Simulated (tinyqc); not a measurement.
Deep trap from a strong local potential in a two-band host (Koster-Slater model with semi-elliptic bands): one step, computed by the program tinyqc. Command: `OMP_NUM_THREADS=1 python tinyqc.py 3028244 3028245 out.jsonl deeptrap walk`. One thread of a shared host (Intel(R) Xeon(R) Processor @ 2.30GHz), about 0.02 s of CPU time with the checks.

The valence band spans -2 W_v to 0 and the conduction band E_g to E_g + 2 W_c. The orbital at the impurity site has weight f_v in the valence band and 1 - f_v in the conduction band, each spread as a semi-ellipse (2/(pi W^2)) sqrt(W^2 - x^2) about the band centre. The impurity adds U to this orbital. Spin is left out.

Problem. The trap level. In the gap G(E) = f_v (2/W_v^2)[x - sqrt(x^2 - W_v^2)] - (1 - f_v)(2/W_c^2)[y - sqrt(y^2 - W_c^2)], x = E + W_v, y = E_g + W_c - E. The trap level solves G(E) = 1/U (bisection). With D = -dG/dE = D_v + D_c, D_v = f_v (2/W_v^2)[x/sqrt(x^2 - W_v^2) - 1] and D_c = (1 - f_v)(2/W_c^2)[y/sqrt(y^2 - W_c^2) - 1], the weight on the impurity orbital is 1/(U^2 D) and the conduction-band character is D_c/D.

Inputs (values chosen for the exercise, with a gap close to that of ZnSe):

| quantity | value | unit |
|---|---|---|
| gap E_g | 2.68 | eV |
| half-width of the valence band W_v | 6 | eV |
| half-width of the conduction band W_c | 5.3 | eV |
| valence weight f_v of the site orbital | 0.61 | - |
| impurity potential U | 36.1 | eV |

Impurity: repulsive, acceptor-like.

Give: trap level E_t; weight on the impurity orbital; conduction-band character; depth below the conduction band.

Solution.

trap level E_t = 1.443 eV

weight on the impurity orbital = 0.01782

conduction-band character = 0.4570

depth below the conduction band = 1.237 eV
